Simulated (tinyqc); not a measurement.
# Keating valence-force model of a tetrahedral crystal, step by step

A worked calculation. Computed by tinyqc, a small Python program that keeps every step. Command: `OMP_NUM_THREADS=1 python tinyqc.py 3019585 3019586 out.jsonl keating walk`. One thread of a shared host (Intel(R) Xeon(R) Processor @ 2.30GHz), about 0.02 s of CPU time with the checks. Intermediate numbers are printed to about 7 digits and carried at full precision; extremes and crossings named in words are read from the listed rows.

Atom A sits at 0 and atom B at a/4 (1,1,1) of an fcc lattice; the four bonds from A are t = a/4 (1,1,1), a/4 (1,-1,-1), a/4 (-1,1,-1), a/4 (-1,-1,1), of length d = sqrt(3) a/4. Energy: E = (3 alpha/(8 d^2)) sum over bonds (r.r - d^2)^2 + (3 beta/(8 d^2)) sum over pairs of bonds at one atom (r_i.r_j + d^2/3)^2, with beta_A for the six pairs at A and beta_B for the six at B. The cell holds two atoms, Omega = a^3/4. 1 N/m = 1 J/m^2. With constants fitted to the elastic moduli this model puts optical and zone-boundary frequencies of real crystals too high, by up to about 20 % in elemental crystals and up to about 50 % in compounds, and mostly by more for TA modes; in compounds the lattice part of the static dielectric constant then comes out too low.

Inputs (values chosen for the exercise, modelled on zinc selenide):
```
quantity,value,unit
lattice constant a,5.668,angstrom
mass M_A,65.38,u
mass M_B,78.97,u
bond stretching alpha,33.9,N/m
bond bending beta_A,4.23,N/m
bond bending beta_B,3.7,N/m
Born charge Z*,2.04,e
eps_inf,5.99,-
mesh divisions n,4,-
temperature T,400,K
```

Structure: zinc blende.

wave vector q (2 pi/a): [0.32, 0.26, 0]

Constants: 1 eV/angstrom^2 = 16.02176634 J/m^2; nu for 1 eV/(angstrom^2 u) = 15.6333042 THz; 1 THz = 33.35640952 1/cm; e^2/(4 pi eps_0) = 14.39964548 eV angstrom; u = 1.6605390666e-27 kg; h x 1 THz = 4.135667696 meV; k_B = 8.617333262e-05 eV/K.

## Dynamical matrix at q

With displacements u exp(i q.r), each bracket changes by g.u, where g = (g_A, g_B): bond t, g = (-2 t, 2 t exp(i q.t)); pair (i, j) at A, g = (-(t_i + t_j), t_i exp(i q.t_j) + t_j exp(i q.t_i)); pair at B, g = (-t_i exp(-i q.t_j) - t_j exp(-i q.t_i), t_i + t_j). Then D_mn = sum over the 4 bonds and 12 pairs of (4 k/a^2) conj(g_m) g_n / sqrt(M_m M_n), with k = alpha or beta converted to eV/angstrom^2. Only the short-range forces enter; the Coulomb field of the charges is left out.

D(q) (eV/(angstrom^2 u)), lower triangle (Hermitian):
```
,A x,A y,A z,B x,B y,B z
A x,0.1473534
A y,0.0021740,0.1463027
A z,0.0000000-0.0011952i,0.0000000-0.0009408i,0.1451087
B x,-0.1058076,0.0199000,0.0000000+0.0361979i,0.1223228
B y,0.0199000,-0.1058076,0.0000000+0.0459861i,0.0020577,0.1213284
B z,0.0000000+0.0361979i,0.0000000+0.0459861i,-0.1058076,0.0000000+0.0011312i,0.0000000+0.0008905i,0.1201982
```

## Frequencies at q

Diagonalise the Hermitian matrix D. An eigenvalue lambda of D in eV/(angstrom^2 u) gives nu = 15.6333042 THz x sqrt(lambda). The weight on A is the sum of |e|^2 over the three components of atom A.

frequencies (THz): [1.161744, 1.623571, 2.826080, 7.630731, 7.918559, 7.953304]

weights on atom A: [0.4508757, 0.4490607, 0.4392321, 0.5605991, 0.5510899, 0.5491425]

The top mode has 55 % of its weight on A, the lighter atom.

## Elastic constants and internal strain

beta = (beta_A + beta_B)/2; C11 = (alpha + 3 beta)/a, C12 = (alpha - beta)/a, C44 = 4 alpha beta/(a (alpha + beta)); with the two sublattices clamped C44(0) = (alpha + beta)/a; internal-strain parameter zeta = (alpha - beta)/(alpha + beta); B = (C11 + 2 C12)/3.

C11 = 80.79570 GPa

C12 = 52.81404 GPa

C44 = 25.05158 GPa

clamped C44(0) = 66.80487 GPa

internal-strain parameter zeta = 0.7905718

bulk modulus B = 62.14126 GPa

Letting the sublattices shift lowers C44 by 63 %, which is zeta^2. With zeta near 1 a shear keeps the bond lengths and bends the angles. The model fixes 2 C44 (C11 + C12)/((C11 - C12)(C11 + 3 C12)) = 1.000 whatever alpha and beta are.

## Optical mode at the zone centre

beta = (beta_A + beta_B)/2; mu = M_A M_B/(M_A + M_B); lambda = 4 (alpha + beta)/mu with the springs in eV/angstrom^2; nu = 15.6333042 THz x sqrt(lambda).

reduced mass mu = 35.76764 u

nu_TO at G = 8.037101 THz

the same as a wavenumber = 268.0888 1/cm

## LO-TO splitting

The long-range field adds 4 pi Z*^2 (e^2/(4 pi eps_0))/(eps_inf Omega mu) to lambda for the longitudinal mode at q -> 0; lambda = (nu/15.6333042 THz)^2; eps_0 = eps_inf (nu_LO/nu_TO)^2 (Lyddane-Sachs-Teller; here eps_0 is the static dielectric constant).

nu_LO at G = 9.135930 THz

static dielectric constant = 7.739866

The splitting is 13.7 % of nu_TO, and the lattice adds 1.75 to the dielectric constant.

## Frequencies at the zone boundary

The formulas are those given above.

Frequencies (THz) at points given in 2 pi/a:
```
point,nu 1,nu 2,nu 3,nu 4,nu 5,nu 6
"X (1, 0, 0)",2.587702,2.587702,5.703084,6.228264,7.609125,7.609125
"L (0.5, 0.5, 0.5)",1.830380,1.830380,4.997097,6.683195,7.825899,7.825899
"W (1, 0.5, 0)",2.856713,2.910793,5.408957,5.944593,7.706532,7.738687
"K (0.75, 0.75, 0)",2.390975,3.107484,5.337862,6.124925,7.673215,7.752635
```

At X the two longitudinal modes are split (5.70 and 6.23 THz) because each moves one sublattice alone.

## Lowest frequency at X

Take the lowest frequency at X = (1, 0, 0) 2 pi/a, the transverse acoustic (TA) mode.

TA frequency at X = 2.587702 THz

## Transverse acoustic branch against its sound line

The sound line is nu = v q/(2 pi) with v = sqrt(C44/rho), rho = (M_A + M_B)/Omega; the clamped line uses C44(0).

Frequencies (THz) along G-X:
```
q (2 pi/a),lowest branch,"sound line, relaxed C44","sound line, clamped C44(0)",third-lowest frequency,highest frequency
0.05,0.192273,0.192415,0.314214,0.345417,8.034801
0.15,0.573381,0.577246,0.942643,1.032968,8.016622
0.30,1.123259,1.154492,1.885286,2.043962,7.958221
0.45,1.624625,1.731737,2.827929,3.011923,7.871187
0.60,2.049804,2.308983,3.770572,3.917233,7.771312
0.75,2.368618,2.886229,4.713216,4.740460,7.680146
0.90,2.551778,3.463475,5.655859,5.445293,7.621248
1.00,2.587702,3.848305,6.284287,5.703084,7.609125
```

At small q the branch follows the relaxed line (0.999 of it, against 0.612 of the clamped one): in a long shear wave the sublattices shift against each other. At X it reaches 67 % of the relaxed line. Real tetrahedral semiconductors have flatter TA branches than a Keating model fitted to their elastic constants, which needs longer-ranged terms to mend.

## Thermal sums on a mesh

Mesh: q = sum_i (m_i + 1/2)/n b_i, m_i = 0..n-1, with b = [[-1, 1, 1], [1, -1, 1], [1, 1, -1]] in 2 pi/a; sums over the six modes are averaged over the n^3 points and halved, per atom. With x = h nu/(k_B T) and n = 1/(exp(x) - 1) for each mode: F = k_B T [x/2 + ln(1 - exp(-x))], U = k_B T x (n + 1/2), S/k_B = x n - ln(1 - exp(-x)), C/k_B = x^2 n (n + 1). The acoustic share counts the three lowest modes at each q; zero-point energy = sum h nu/2.

free energy F = -62.44248 meV/atom

entropy S = 4.929363 k_B/atom

heat capacity C = 2.884985 k_B/atom

acoustic share of C = 0.5136563

zero-point energy = 32.28277 meV/atom

C is 96 % of the classical value; acoustic and optical modes carry nearly equal shares.

Checks made by the program: slopes of the acoustic branches along [110] against C11, C12 and the relaxed C44 (relative difference 9e-07); zone-centre optical mode against D(q = 0) (relative difference below 1e-10); longitudinal modes at X against the diagonal of D (relative difference below 1e-10).
